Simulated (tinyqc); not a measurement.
What moves the Fermi level: Fermi-Dirac statistics of conduction electrons.

Non-parabolic band E (1 + alpha E) = c k^2/m: n = Nc (2/sqrt(pi)) integral_0^infinity sqrt(x (1 + a x)) (1 + 2 a x) dx/(1 + exp(x - eta)) with a = alpha kT and eta = (EF - Ec)/kT; a = 0 gives n = Nc F_1/2(eta).

Constants: hbar^2/2m0 = 3.80998211 eV angstrom^2; kB = 8.617333262e-05 eV/K.

Values chosen for the exercise (near those of Ge, lowest valleys alone; not measured data): m = 0.5458 m0 (density-of-states mass of the conduction band); T = 300 K; n = 1.2e+20 1/cm^3 (electron density); alpha = 0.66 1/eV (non-parabolicity).

N = 2 (m kB T/(4 pi c))^(3/2) with c = hbar^2/2m0, in 1/angstrom^3; times 1e24 for 1/cm^3. Each row changes one parameter from the base and keeps the others.

Results:
```
case               parabolic EF - Ec (meV)  non-parabolic EF - Ec (meV)
base                                159.00                       142.64
m = 0.4912 m0                       177.45                       158.04
T = 275 K                           159.59                       143.53
n = 6e+19 1/cm^3                     96.39                        88.29
alpha = 0.99 1/eV                   159.00                       136.24
```

The largest shifts from the base row, up to three for each result and ties (the steps differ in size, so this ranks the rows, not the parameters). parabolic EF - Ec (meV): n -62.61, m +18.45, T +0.59; unchanged at the printed digits by alpha. non-parabolic EF - Ec (meV): n -54.35, m +15.40, alpha -6.40.

Program tinyqc; command `OMP_NUM_THREADS=1 python tinyqc.py 1650847 1650848 out.jsonl`; about 0.01 s on one thread of a shared Intel(R) Xeon(R) Processor @ 2.30GHz.
